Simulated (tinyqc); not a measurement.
Modulation-doped quantum well, Poisson-Schroedinger loop: two steps of the calculation.

A well of width L centred at z = 0 between barriers Vb; effective-mass electrons, parabolic bands. The electrons come from donor sheets outside the mesh, a share fL of Ns on the left and the rest on the right, so the structure is neutral. Energies are counted from the band edge of the well, with U = 0 on the first node in the Hartree part.

Parameters, values chosen for the exercise; material values close to those of GaAs in AlGaAs: relative permittivity (all layers) eps_r = 12.6; mesh step hz = 0.89 nm; sheet density of electrons Ns = 2.7e12 cm^-2; share of the donors on the left side fL = 1; mixing factor a = 0.3.

Constants: q = 1.602176634e-19 C, hbar = 1.054571817e-34 J s, m0 = 9.1093837015e-31 kg, eps0 = 8.8541878128e-14 F/cm where lengths are in cm, hbar^2/(2 m0) = 0.0380998212 eV nm^2. Results are converted to the units shown.

Question 1. Levels and probability densities. Tridiagonal Hamiltonian with psi = 0 one step beyond both ends: H_ii = C (1/m_(i-1/2) + 1/m_(i+1/2))/hz^2 + V0_i + U_i, H_(i,i+1) = -C/(m_(i+1/2) hz^2), C = hbar^2/(2 m0). The lowest 3 level(s) are kept, normalised to hz sum |psi|^2 = 1.

| node | fixed potential V0 (eV) | self-consistent potential U at the start (eV) |
|---|---|---|
| 1 | 0.27372100 | 0 |
| 2 | 0.27069500 | 0 |
| 3 | 0.26766900 | 0 |
| 4 | 0.26464300 | 0 |
| 5 | 0.26161700 | 0 |
| 6 | 0.01059100 | 0 |
| 7 | 0.00756500 | 0 |
| 8 | 0.00453900 | 0 |
| 9 | 0.00151300 | 0 |
| 10 | -0.00151300 | 0 |
| 11 | -0.00453900 | 0 |
| 12 | -0.00756500 | 0 |
| 13 | -0.01059100 | 0 |
| 14 | 0.23438300 | 0 |
| 15 | 0.23135700 | 0 |
| 16 | 0.22833100 | 0 |
| 17 | 0.22530500 | 0 |
| 18 | 0.22227900 | 0 |

mass on the intervals 1/2, 3/2, ... (mean of both at an interface) (m0): [0.0931, 0.0931, 0.0931, 0.0931, 0.0931, 0.081, 0.0689, 0.0689, 0.0689, 0.0689, 0.0689, 0.0689, 0.0689, 0.081, 0.0931, 0.0931, 0.0931, 0.0931, 0.0931]

Find: levels; |psi|^2 of E1; |psi|^2 of E2; |psi|^2 of E3.

Answer 1.

levels (eV): E1 0.0464, E2 0.1798, E3 0.3310

| node | \|psi\|^2 of E1 (1/nm) | \|psi\|^2 of E2 (1/nm) | \|psi\|^2 of E3 (1/nm) |
|---|---|---|---|
| 1 | 0.0001 | 0.0009 | 0.0106 |
| 2 | 0.0003 | 0.0044 | 0.0377 |
| 3 | 0.0014 | 0.0131 | 0.0692 |
| 4 | 0.0052 | 0.0331 | 0.0897 |
| 5 | 0.0190 | 0.0779 | 0.0885 |
| 6 | 0.0599 | 0.1618 | 0.0682 |
| 7 | 0.1044 | 0.1676 | 0.0121 |
| 8 | 0.1471 | 0.0996 | 0.0084 |
| 9 | 0.1772 | 0.0204 | 0.0629 |
| 10 | 0.1861 | 0.0045 | 0.0849 |
| 11 | 0.1699 | 0.0670 | 0.0374 |
| 12 | 0.1317 | 0.1464 | 0.0000 |
| 13 | 0.0816 | 0.1630 | 0.0360 |
| 14 | 0.0280 | 0.0895 | 0.0940 |
| 15 | 0.0085 | 0.0443 | 0.1469 |
| 16 | 0.0025 | 0.0205 | 0.1491 |
| 17 | 0.0007 | 0.0079 | 0.0975 |
| 18 | 0.0001 | 0.0018 | 0.0304 |

Question 2. Density, output potential and mixing. n_i = sum_k N_k |psi_k|^2 (converted to cm^-3). Hartree part by Gauss: on the interval after node i the enclosed sheet charge is S_i = fL Ns - hz sum_(j<=i) n_j, and U_(i+1) = U_i + q S_i hz/(eps0 eps_r) in eV, U_1 = 0. Mixing: U(new) = U + a (U(out) - U).

| node | z (nm) | self-consistent potential U at the start (eV) | \|psi\|^2 of E1 (1/nm) | \|psi\|^2 of E2 (1/nm) | \|psi\|^2 of E3 (1/nm) |
|---|---|---|---|---|---|
| 1 | -7.565 | 0 | 0.00005726 | 0.00093390 | 0.01057284 |
| 2 | -6.675 | 0 | 0.00034090 | 0.00444595 | 0.03773239 |
| 3 | -5.785 | 0 | 0.00139703 | 0.01311788 | 0.06916784 |
| 4 | -4.895 | 0 | 0.00522729 | 0.03307992 | 0.08970468 |
| 5 | -4.005 | 0 | 0.01898008 | 0.07790214 | 0.08853440 |
| 6 | -3.115 | 0 | 0.05986093 | 0.16175044 | 0.06816011 |
| 7 | -2.225 | 0 | 0.10436330 | 0.16762178 | 0.01214959 |
| 8 | -1.335 | 0 | 0.14705939 | 0.09964739 | 0.00840750 |
| 9 | -0.445 | 0 | 0.17718535 | 0.02036218 | 0.06286603 |
| 10 | 0.445 | 0 | 0.18605108 | 0.00445022 | 0.08493207 |
| 11 | 1.335 | 0 | 0.16986976 | 0.06697478 | 0.03737263 |
| 12 | 2.225 | 0 | 0.13170503 | 0.14635366 | 0.00000525 |
| 13 | 3.115 | 0 | 0.08158571 | 0.16295792 | 0.03604268 |
| 14 | 4.005 | 0 | 0.02801653 | 0.08946897 | 0.09395617 |
| 15 | 4.895 | 0 | 0.00853356 | 0.04433369 | 0.14692006 |
| 16 | 5.785 | 0 | 0.00254508 | 0.02045740 | 0.14911404 |
| 17 | 6.675 | 0 | 0.00069107 | 0.00791247 | 0.09750949 |
| 18 | 7.565 | 0 | 0.00012616 | 0.00182481 | 0.03044774 |

N_k (cm^-2): E1 2.6995201e12, E2 4.7993512e8, E3 0.060541406

Wanted: n; U(out); U after round 1.

Answer 2.

| node | n (1e18 cm^-3) | U(out) (eV) | U after round 1 (eV) |
|---|---|---|---|
| 1 | 0.0016 | 0.00000 | 0.000000 |
| 2 | 0.0092 | 0.03451 | 0.010352 |
| 3 | 0.0378 | 0.06901 | 0.020702 |
| 4 | 0.1413 | 0.10346 | 0.031038 |
| 5 | 0.5127 | 0.13775 | 0.041326 |
| 6 | 1.6167 | 0.17147 | 0.051440 |
| 7 | 2.8181 | 0.20334 | 0.061001 |
| 8 | 3.9704 | 0.23200 | 0.069601 |
| 9 | 4.7833 | 0.25615 | 0.076846 |
| 10 | 5.0225 | 0.27486 | 0.082458 |
| 11 | 4.5860 | 0.28786 | 0.086357 |
| 12 | 3.5561 | 0.29563 | 0.088690 |
| 13 | 2.2032 | 0.29937 | 0.089810 |
| 14 | 0.7567 | 0.30059 | 0.090178 |
| 15 | 0.2306 | 0.30096 | 0.090288 |
| 16 | 0.0688 | 0.30106 | 0.090319 |
| 17 | 0.0187 | 0.30109 | 0.090326 |
| 18 | 0.0034 | 0.30109 | 0.090327 |

Computed by the program tinyqc: `OMP_NUM_THREADS=1 python tinyqc.py 2140037 2140038 out.jsonl`, one thread of a shared Intel Xeon 2.30GHz, about 0.3 s for the whole run.
